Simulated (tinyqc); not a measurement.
# Inverter chain driving a load

N inverters, each f = Hc^(1/N) times larger than the one before: delay tau N (f + pp). Switched capacitance in units of the first input, with output capacitance pp times the input: Hc + (1 + pp)(Hc - 1)/(f - 1).

Values chosen for this exercise:
- Hc = 70 (load over the input capacitance of the chain)
- pp = 0 (parasitic delay of an inverter)
- tau = 2.3 ps (delay unit)

Result of one run:

| N | f | delay (ps) | switched capacitance |
|---|---|---|---|
| 5 | 2.339 | 26.90 | 121.5 |

What becomes of these results when the number of stages N is changed from 5 to 1, all else the same?

Result of the changed run:

| N | f | delay (ps) | switched capacitance |
|---|---|---|---|
| 1 | 70.00 | 161.0 | 71.00 |

The whole series:

| N | f | delay (ps) | switched capacitance |
|---|---|---|---|
| 1 | 70.00 | 161.0 | 71.00 |
| 2 | 8.367 | 38.49 | 79.37 |
| 3 | 4.121 | 28.44 | 92.11 |
| 4 | 2.893 | 26.61 | 106.5 |
| 5 | 2.339 | 26.90 | 121.5 |
| 6 | 2.030 | 28.02 | 137.0 |
| 7 | 1.835 | 29.54 | 152.7 |
| 8 | 1.701 | 31.29 | 168.5 |

The delay goes from 161 through a minimum of 26.6 (at N = 4 among the rows listed) to 31.3 ps. The best stage effort solves pp + rho (1 - ln rho) = 0, rho = 2.72, which gives N = ln Hc/ln rho = 4.25. One stage fewer than the best costs 6.9 % in delay and saves 13 % of the switched capacitance.

Numbers from tinyqc (`OMP_NUM_THREADS=1 python tinyqc.py 2082126 2082127 out.jsonl`; about 0.01 s on one thread of a shared Intel Xeon 2.30GHz).
